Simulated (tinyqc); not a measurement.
Scattering of inversion-layer electrons by surface optical phonons of the gate insulator (remote phonon scattering): one step, computed by the program tinyqc.

One subband with the Fang-Howard envelope; insulator and channel are half-spaces, the gate is far away, and an interlayer only moves the polar surface away by t (its own modes and its permittivity contrast are left out).

Problem. Surface modes and strengths. eps(w) = eps_inf + (eps_0s - eps_i) w1^2/(w1^2 - w^2) + (eps_i - eps_inf) w2^2/(w2^2 - w^2). Surface modes solve eps(w) + eps_s = 0, a quadratic in w^2; the strength of a mode is g = 2/(w d eps/dw). Occupation N = 1/(exp(hbar w/(k_B T)) - 1).

Inputs (values chosen for the exercise, modelled on HfO2 on silicon):

| quantity | value | unit |
|---|---|---|
| static constant of the insulator eps_0s | 21.5 | - |
| intermediate constant eps_i | 6.68 | - |
| optical constant eps_inf | 5.01 | - |
| hbar omega_TO1 | 12.5 | meV |
| hbar omega_TO2 | 47.7 | meV |
| constant of the channel eps_s | 11.7 | - |
| temperature T | 400 | K |

Constants: k_B = 8.617333262e-05 eV/K.

Give: hbar omega_SO; strengths g; occupations N; hbar omega g (2 N + 1).

Solution.

hbar omega_SO (meV): 1 16.752, 2 50.168

strengths g: 1 0.023660, 2 0.006064

occupations N: 1 1.5979, 2 0.3043

hbar omega g (2 N + 1) (meV): 1 1.6631, 2 0.4893

The lower mode has the larger hbar omega g N, the prefactor of absorption before the dependence on q: 0.633 and 0.0926 meV.
